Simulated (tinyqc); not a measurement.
Random telegraph noise from one oxide trap in a small MOSFET: two steps of the calculation.

An acceptor-like trap exchanges electrons with the channel. Inversion charge Q = Cox u, u = n Vt W0(exp((Vg - VT)/(n Vt))), W0 the Lambert function, n = nf, Cox = eps0 eox/tox; linear regime Id = (W/L) mu Q Vd. Relative to threshold the surface potential rises by Vt ln(u/u0) and the oxide voltage by the rest of Vg - VT, with u0 = n Vt W0(1).

Values chosen for this exercise; values of the order met in silicon transistors:

| symbol | value | unit | meaning |
|---|---|---|---|
| T | 200 | K | temperature |
| eox | 3.9 |  | relative permittivity of the gate insulator (close to silicon dioxide) |
| tox | 2 | nm | insulator thickness |
| xt | 0.64 | nm | depth of the trap from the channel interface |
| E0 | 0.15 | eV | trap level above the channel Fermi level at threshold |
| s0 | 9e-15 | cm^2 | capture prefactor |
| EB | 0.3 | eV | capture barrier (lattice relaxation) |
| lt | 0.15 | nm | tunnelling decay length |
| vth | 1.5e7 | cm/s | thermal velocity |
| zi | 2.6 | nm | thickness of the inversion layer |
| VT | 0.43 | V | threshold voltage |
| nf | 1.18 |  | body factor |
| Vg | 0.78 | V | gate voltage |

Constants: q = 1.602176634e-19 C, kB = 1.380649e-23 J/K, Vt = kB T/q, eps0 = 8.8541878128e-14 F/cm where lengths are in cm. Results are converted to the units shown.

Problem 1. Trap level, time constants and occupancy. N = Cox u/q; dpsi = Vt ln(u/u0); E = E0 - dpsi - (xt/tox)(Vg - VT - dpsi); capture time tc = 1/[(N/zi) vth s0 exp(-xt/lt - EB/Vt)]; emission time te = tc exp(-E/Vt); occupancy te/(tc + te).

Find: u; N; dpsi; E; tc; te; occupancy.

Solution 1.

u = 0.2956 V
N = 3.185e12 cm^-2
dpsi = 0.05590 V
E = -1.370e-5 eV
tc = 0.001564 s
te = 0.001565 s
occupancy = 0.5002

The trap lies 8.0e-4 Vt below the Fermi level, so it is filled most of the time.

Problem 2. Lorentzian spectrum. Spectrum S(f) = 4 dI^2/{(tc + te)[(1/tc + 1/te)^2 + (2 pi f)^2]}; corner fc = (1/tc + 1/te)/(2 pi); variance dI^2 tc te/(tc + te)^2. Give S at f = 0, at fc and at 10 fc.

tc = 0.0015637411 s
te = 0.0015649850 s
dI = 9.4057045 nA

Wanted: fc; S(0); S(fc); S(10 fc); rms current.

Solution 2.

fc = 203.5 Hz
S(0) = 6.920e-20 A^2/Hz
S(fc) = 3.460e-20 A^2/Hz
S(10 fc) = 6.851e-22 A^2/Hz
rms current = 4.703 nA

The rms value is 0.500 of the step; it reaches its largest share, 1/2, when tc = te.

Range of the model: VT is taken as given; short-channel effects and the uneven flow of current among few electrons are left out.

Program tinyqc, `OMP_NUM_THREADS=1 python tinyqc.py 2710087 2710088 out.jsonl`; Intel Xeon 2.30GHz, shared host, one thread, about 0.01 s.
